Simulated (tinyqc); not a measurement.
# Frequency dispersion of an accumulation capacitance by border traps, distributed model: two studies

Traps spread evenly through the insulator exchange electrons with the semiconductor by tunnelling, with tau(x) = t0 exp(2 ka x) at depth x from the interface. The admittance per area Y seen at depth x obeys dY/dx = -Y^2/(i w eps0 eox) + q Nb ln(1 + i w tau)/tau, with Y(0) = i w Cs and w = 2 pi f; the gate sees Y(tox) = G + i w C. Working variable y = Y/(i w), in uF/cm^2. Cox = eps0 eox/tox.

Inputs (values chosen for the exercise); permittivity close to that of hafnium oxide:
- eox = 19 (relative permittivity of the insulator)
- tox = 11 nm (insulator thickness)
- Cs = 1.1 uF/cm^2 (semiconductor capacitance in accumulation)
- Nb = 5.5e18 cm^-3 eV^-1 (density of border traps)
- ka = 3.2 1/nm (decay constant of the wave function in the insulator)
- t0 = 4e-11 s (time constant of a trap at the interface)
- f = 100 Hz (frequency)

Constants: q = 1.602176634e-19 C, eps0 = 8.8541878128e-14 F/cm where lengths are in cm. Results are converted to the units shown.

Each table varies one quantity; the others keep the values above.

## Capacitance and loss against frequency

Cox; trap-free value 1/(1/Cox + 1/Cs); response depth d = ln(1/(w t0))/(2 ka), where w tau = 1; lumped estimate: all traps within d act as C_bt = q Nb d placed at d/2, so C = 1/{1/[1/(1/Cs + d/(2 eps0 eox)) + C_bt] + (tox - d/2)/(eps0 eox)}. C and G from a fine integration; dispersion -d C/d log10 f over C, from f times and over 1.1. For a broad spread of time constants G/w is close to -(pi/2) dC/d ln w.

The same in every row: trap-free C (uF/cm^2) = 0.6398.

Capacitance and loss against frequency:

| f (Hz) | d (nm) | C (uF/cm^2) | G/w (uF/cm^2) | dispersion (% a decade) | -(pi/2) dC/d ln w (uF/cm^2) | lumped C (uF/cm^2) |
|---|---|---|---|---|---|---|
| 10 | 3.094 | 0.7488 | 0.009287 | 1.818 | 0.009285 | 0.7417 |
| 100 | 2.734 | 0.7354 | 0.009018 | 1.797 | 0.009016 | 0.7288 |
| 1000 | 2.374 | 0.7224 | 0.008764 | 1.778 | 0.008762 | 0.7162 |
| 10000 | 2.015 | 0.7097 | 0.008523 | 1.760 | 0.008521 | 0.7039 |
| 1e5 | 1.655 | 0.6974 | 0.008295 | 1.743 | 0.008293 | 0.6918 |
| 1e6 | 1.295 | 0.6854 | 0.008079 | 1.728 | 0.008078 | 0.6800 |
| 1e7 | 0.9353 | 0.6737 | 0.007870 | 1.713 | 0.007874 | 0.6685 |

Read the table: what changes, and by how much?

C falls from 0.7488 to 0.6737 uF/cm^2, towards the trap-free 0.6398; each decade of frequency removes ln 10/(2 ka) = 0.360 nm from the response depth. The dispersion falls from 1.82 to 1.71 % a decade and G/w falls from 0.00929 to 0.00787 uF/cm^2. G/w stays at 1.00 times -(pi/2) dC/d ln w, the relation for a broad spread of time constants.

## Effect of the density of border traps

Same model as above.

The same in every row: d (nm) = 2.734; trap-free C (uF/cm^2) = 0.6398.

Result of one run:

| Nb (cm^-3 eV^-1) | C (uF/cm^2) | G/w (uF/cm^2) | dispersion (% a decade) | -(pi/2) dC/d ln w (uF/cm^2) | lumped C (uF/cm^2) |
|---|---|---|---|---|---|
| 3e19 | 1.028 | 0.03013 | 4.292 | 0.03010 | 0.9971 |

What becomes of these results when the density of border traps Nb is changed from 3e19 to 1e18 cm^-3 eV^-1, all else the same?

Result of the changed run:

| Nb (cm^-3 eV^-1) | C (uF/cm^2) | G/w (uF/cm^2) | dispersion (% a decade) | -(pi/2) dC/d ln w (uF/cm^2) | lumped C (uF/cm^2) |
|---|---|---|---|---|---|
| 1e18 | 0.6584 | 0.001833 | 0.4081 | 0.001833 | 0.6571 |

The whole series:

| Nb (cm^-3 eV^-1) | C (uF/cm^2) | G/w (uF/cm^2) | dispersion (% a decade) | -(pi/2) dC/d ln w (uF/cm^2) | lumped C (uF/cm^2) |
|---|---|---|---|---|---|
| 1e18 | 0.6584 | 0.001833 | 0.4081 | 0.001833 | 0.6571 |
| 2e18 | 0.6764 | 0.003574 | 0.7744 | 0.003573 | 0.6739 |
| 6e18 | 0.7434 | 0.009722 | 1.917 | 0.009720 | 0.7362 |
| 1e19 | 0.8033 | 0.01478 | 2.697 | 0.01478 | 0.7916 |
| 3e19 | 1.028 | 0.03013 | 4.292 | 0.03010 | 0.9971 |
| 7e19 | 1.280 | 0.04080 | 4.663 | 0.04071 | 1.223 |
| 2e20 | 1.581 | 0.04600 | 4.252 | 0.04585 | 1.482 |
| 4e20 | 1.726 | 0.04745 | 4.018 | 0.04731 | 1.596 |

As Nb goes from 1e18 to 4e20, C rises from 0.658 to 1.73 uF/cm^2, the dispersion goes from 0.408 through a maximum of 4.66 (at Nb = 7e19 among the rows listed) to 4.02 % a decade and G/w rises from 0.00183 to 0.0475 uF/cm^2. The lumped estimate is 0.19 % below C in the first row and 7.5 % below it in the last. The dispersion goes as Nb^(0.92) between the first two rows and Nb^(-0.08) between the last two: dense traps near the interface screen those behind them.

Program tinyqc, `OMP_NUM_THREADS=1 python tinyqc.py 2202113 2202114 out.jsonl`; Intel Xeon 2.30GHz, shared host, one thread, about 0.6 s.
